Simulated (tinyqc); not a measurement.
Coherent transport through a tight-binding region between two chains, step by step. Computed by tinyqc, a small Python program that keeps every step. Settings: temperature = 4, mu = -0.0. Command: `OMP_NUM_THREADS=1 python tinyqc.py 25487 25488 out.jsonl` (the two numbers bound the seeds that draw the settings). One thread of a shared host (Intel(R) Xeon(R) Processor @ 2.60GHz), about 0.06 s of CPU time with the checks.

## Transmission at E = -0.88 eV

H of the central region (eV), lower triangle:
```
           1          2          3         4
1   0.000000
2  -0.790000   1.170000
3   0.000000  -0.790000   1.170000
4   0.000000   0.000000  -0.790000  0.000000
```

Leads: semi-infinite chains with site energy 0:
```
parameter                           value
lead hopping t (eV)              2.220000
coupling to the left lead (eV)   1.430000
coupling to the right lead (eV)  1.060000
left contact site                       1
right contact site                      4
```

E = -0.880000 eV

Surface Green function g = (E - i sqrt(4 t^2 - E^2)) / (2 t^2); self-energy tc^2 g on each contact site; G = (E - H - Sigma)^(-1); Gamma = -2 Im Sigma; T = Gamma_L Gamma_R |G_LR|^2; local density of states -Im G_ii / pi.

g = -0.089278-0.441514i 1/eV

G (1/eV), lower triangle:
```
                     1                    2                    3                    4
1  -0.334819-0.964836i
2  -0.132429-0.469136i  -0.653065-0.262820i
3  -0.008826-0.252542i  -0.296410-0.212865i  -0.760339-0.299828i
4   0.109526-0.186195i  -0.116100-0.289551i  -0.410800-0.565171i  -0.949899-1.177032i
```

local density of states (1/eV): 0.307117  0.083658  0.095438  0.374661

transmission = 0.083603

## Transmission across the band

The same steps on a grid of energies.

T(E):
```
E (eV)              T
-4.21800000  3.98e-07
-3.79620000  2.35e-06
-3.37440000  0.000009
-2.95260000  0.000029
-2.53080000  0.000103
-2.10900000  0.000409
-1.68720000  0.001958
-1.26540000  0.012299
-0.84360000  0.100138
-0.42180000  0.405981
0.00000000   0.416682
0.42180000   0.473930
0.84360000   0.908751
1.26540000   0.413906
1.68720000   0.160446
2.10900000   0.361388
2.53080000   0.037630
2.95260000   0.001960
3.37440000   0.000253
3.79620000   0.000041
4.21800000   4.83e-06
```

levels of the isolated region (eV): -0.622527  -0.278769  1.002527  2.238769

## Current

I = (2e/h) int T(E) [f(E - mu - V/2) - f(E - mu + V/2)] dE at 4 K with mu = -0 eV, the bias not changing H; 2e^2/h = 77.48092 microsiemens; the integral runs over the band on 4001 points.

Current:
```
V (volt)  I (microampere)
0.010000         0.335853
0.050000         1.627299
0.100000         3.227695
0.200000         6.476507
0.400000        13.027714
0.800000        26.475627
```
